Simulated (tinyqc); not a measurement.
Channel direction: nanosheet or nanowire with hard walls, valleys of the Ge type.

Four ellipsoidal valleys along <111>: inverse mass tensor w = 1/mt + (1/ml - 1/mt) a a^T with a the unit axis. Device axes: x along the channel, z = [001], y = z x x. The Gamma and Delta valleys are left out; the heavy Delta valleys, about 0.18 eV up, lie lowest once the L levels pass about 0.2 eV.

Hard walls around a W x H rectangle. The block w_c of w in (y, z) confines; the transport mass follows from 1/m_x = w_xx - w_xc w_c^-1 w_cx. The cross-section problem c (w_yy ky^2 + 2 w_yz ky kz + w_zz kz^2), c = hbar^2/2m0, is solved in products sin(n pi y/W) sin(l pi z/H), n, l = 1 to 12; if w_yz = 0 the levels are c pi^2 (w_yy n^2/W^2 + w_zz l^2/H^2). The w_yz term couples (n, l) to (n', l') by -2 c w_yz D_nn'(W) D_ll'(H) with D_nm(L) = 4 n m/(L (n^2 - m^2)) for n + m odd and 0 otherwise.

Without degeneracy the line density is N1 exp((EF - Ec)/kB T) with N1 = sum 2 g sqrt(m_x kB T/(4 pi c)) exp(-E/kB T), here over n, l up to 80 where w_yz = 0 and over all levels of a 12 x 12 sine basis otherwise; the classical value is W H Nc with Nc = 2 g_all (m_dos kB T/(4 pi c))^(3/2), m_dos = (ml mt^2)^(1/3); dVt = kB T ln(W H Nc/N1).

Constants: hbar^2/2m0 = 3.80998211 eV angstrom^2; kB = 8.617333262e-05 eV/K.

Inputs chosen for the exercise (near those of Ge; shifted at random, so the results belong to these values and not to a real crystal): ml = 1.581 m0 (longitudinal mass); mt = 0.081 m0 (transverse mass); T = 77 K (temperature); g_all = 4 (number of valleys); W = 85 angstrom (width, along y); H = 30 angstrom (height, along z = [001]).

The same rectangle along [100] and [110]; groups ordered by w_zz, then w_yy.

Cases:

| channel, group |
|---|
| [100] A |
| [110] A |
| [110] B |

Rank the cases by E (eV), lowest first.

Answer: [110] A, [100] A, [110] B.

Lowest level of each group:

| channel, group | valleys g | w_yy | w_zz | \|w_yz\| | m_x (m0) | E (eV) |
|---|---|---|---|---|---|---|
| [100] A | 4 | 8.441 | 8.441 | 3.904 | 0.581 | 0.3893 |
| [110] A | 2 | 4.537 | 8.441 | 5.522 | 0.081 | 0.3589 |
| [110] B | 2 | 12.346 | 8.441 | 0.000 | 1.081 | 0.4169 |

The lowest subband has m_x = 0.581 m0 and 4 valleys along [100], and 0.081 m0 and 2 valleys along [110]; its edge lies at 0.3893 and 0.3589 eV. At equal energy above the edge the carriers of the [110] channel are faster by a factor 2.68.

(tinyqc, `OMP_NUM_THREADS=1 python tinyqc.py 1250271 1250272 out.jsonl`, Intel(R) Xeon(R) Processor @ 2.30GHz, 1 thread, shared host, about 0.1 s.)
